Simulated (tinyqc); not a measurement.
Inside a calculation. Model: floating body of a partially depleted SOI transistor: body voltage and kink.

Numbers from tinyqc (`OMP_NUM_THREADS=1 python tinyqc.py 2182233 2182234 out.jsonl`; about 0.2 s on one thread of a shared Intel Xeon 2.30GHz). Printed values are rounded.

Source at 0 V. Channel current Ic = 2 nf K Vt^2 [F(0) - F(Vd)](1 + la Vd), F(V) = ln^2(1 + exp((Vg - VT - nf V)/(2 nf Vt))), VT = VT0 - gb Vb. Saturation voltage Vs = 2 Vt sqrt(F(0)) + 3 Vt, excess Ve = (Vd - Vs + sqrt((Vd - Vs)^2 + 0.0004 V^2))/2, multiplication M1 = Ai Ve exp(-Bl/Ve). Each junction passes D(v) = J1 (exp(v/Vt) - 1) + J2 (exp(v/(2 Vt)) - 1). Bipolar current Ib = bb J1 (exp(Vb/Vt) - 1). The body settles where M1 (Ic + Ib) = D(Vb) + D(Vb - Vd) + Vb/Rb; drain current Id = (1 + M1)(Ic + Ib) - D(Vb - Vd).

Parameters, values chosen for the exercise; values of the order met in partially depleted silicon-on-insulator transistors:

| symbol | value | unit | meaning |
|---|---|---|---|
| T | 330 | K | temperature |
| VT0 | 0.55 | V | threshold at zero body voltage |
| gb | 0.27 |  | fall of the threshold per volt of body voltage |
| nf | 1.33 |  | slope factor |
| K | 160 | uA/(V^2 um) | gain factor per width |
| la | 0.1 | 1/V | channel-length modulation factor |
| Ai | 2.1 | 1/V | impact-ionisation prefactor |
| Bl | 4.5 | V | impact-ionisation voltage |
| J1 | 1.3e-12 | uA/um | diffusion saturation current of each junction |
| J2 | 2.1e-8 | uA/um | recombination saturation current of each junction |
| bb | 1 |  | gain of the lateral bipolar transistor on the diffusion current |
| Rb | 1e5 | kohm um | resistance of a weak body tie to the source (1e9 stands for no tie, and the term is then dropped) |
| Vg | 0.74 | V | gate voltage |
| Vd | 2.1 | V | drain voltage |

Constants: q = 1.602176634e-19 C, kB = 1.380649e-23 J/K, Vt = kB T/q. Results are converted to the units shown.

Range of the model: The multiplication law is an empirical form chosen for the exercise; self-heating and capacitive coupling to the body are left out, and the linear laws are rough once Vb passes about 0.7 V or M1 about 0.1.

## Starting value

Vb = 0.74 V.

Vb at the start = 0.74 V

## Iteration 1: new Vb

Current into the body I_in = M1 (Ic + Ib) - D(Vb - Vd), current out I_out = D(Vb) + Vb/Rb; f = ln(I_in/I_out), s = df/dVb by central differences over 1e-5 V, Vb(new) = Vb - f/s.

Ic = 11.0835 uA/um
Ve = 1.72134 V
M1 = 0.264686
I_in = 3.00252 uA/um
I_out = 0.276969 uA/um
f = 2.38330
s = -31.9384 1/V
Vb after iteration 1 = 0.814622 V

## Iteration 2: new Vb

As before.

Ic = 12.2515 uA/um
Ve = 1.70626 V
M1 = 0.256379
I_in = 4.06101 uA/um
I_out = 3.63139 uA/um
f = 0.111817
s = -26.3712 1/V
Vb after iteration 2 = 0.818862 V

## Course of the iteration

Stop when the step is below 1e-10 V, or after 40 iterations.

Course of the iteration:

| iteration | Vb before the step (V) | step (V) |
|---|---|---|
| 1 | 0.74 | 0.0746 |
| 2 | 0.814622 | 4.24e-3 |
| 3 | 0.818862 | 7.05e-5 |
| 4 | 0.818933 | 2.05e-8 |
| 5 | 0.818933 | < 1e-14 |

Converged in 5 iterations.

## Drain current with floating and with grounded body

converged Vb = 0.818933 V

Id and VT at the converged Vb, Id at Vb = 0, their ratio, and the bipolar share Ib/(Ic + Ib).

VT = 0.328888 V
Id, floating = 20.7180 uA/um
Id, grounded = 3.77724 uA/um
ratio = 5.48495
bipolar share = 25.3125 %

The body rises to 0.819 V and lowers the threshold by 221 mV.
